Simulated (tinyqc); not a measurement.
Inside a calculation. Model: energy and delay of logic against supply voltage.

Program tinyqc, `OMP_NUM_THREADS=1 python tinyqc.py 2082152 2082153 out.jsonl`; Intel Xeon 2.30GHz, shared host, one thread, about 0.01 s. Printed values are rounded.

One expression serves below and above threshold: I(Vg) = Ik [ln(1 + exp((Vg - VT + dd V)/(al nf Vt)))]^al, with I_on = I(V) and I_off = I(0). Gate delay td = kd C V/I_on, clock period LD td. Per gate and cycle the switching energy is act C V^2 and the leakage energy I_off V LD td. No short-circuit current, no variation. Minima are sought above 0.09 V; below a few Vt gates no longer switch and the model has no meaning.

Inputs (values chosen for the exercise); values of the order met in logic technologies: temperature T = 378 K; threshold voltage at zero drain bias VT = 0.39 V; slope factor nf = 1.32; barrier lowering per volt of supply dd = 0.02; specific current of a gate Ik = 2.5 uA; exponent of the current law al = 1.56; load capacitance of a gate C = 1.2 fF; delay factor kd = 0.7; logic depth LD = 30; activity factor act = 0.05; supply voltage V = 0.63 V.

Constants: q = 1.602176634e-19 C, kB = 1.380649e-23 J/K, Vt = kB T/q. Results are converted to the units shown.

## Currents, delay and energies

I_on, I_off, td, clock frequency 1/(LD td), both energies and their sum.

I_on = 19.9711 uA
I_off = 0.384387 nA
td = 26.4983 ps
clock frequency = 1.25794 GHz
switching energy = 23.8140 aJ
leakage energy = 0.192508 aJ
energy = 24.0065 aJ

I_on/I_off = 52000; leakage makes up 0.802 % of the energy.

## Starting value

V = 0.27 V.

V at the start = 0.27 V

## Iteration 1: new V

Minimum-energy supply: E(V) is the energy per gate and cycle; with h = 0.001 V, E' = (E(V + h) - E(V - h))/(2 h), E'' = (E(V - h) - 2 E(V) + E(V + h))/h^2, V(new) = V - E'/E''.

E' = -22.3792 aJ/V
E'' = 875.444 aJ/V^2
V after iteration 1 = 0.295563 V

## Iteration 2: new V

As before.

E' = -2.62276 aJ/V
E'' = 675.549 aJ/V^2
V after iteration 2 = 0.299446 V

## Course of the iteration

Stop when the step is below 1e-9 V, or after 40 iterations.

Course of the iteration:
```
iteration  V before the step (V)   step (V)
1                           0.27     0.0256
2                       0.295563    3.88e-3
3                       0.299446    8.21e-5
4                       0.299528    3.53e-8
5                       0.299528  -2.73e-13
```

Converged in 5 iterations. There leakage makes up 32.5 % of the energy and the clock runs at 38.1 MHz.
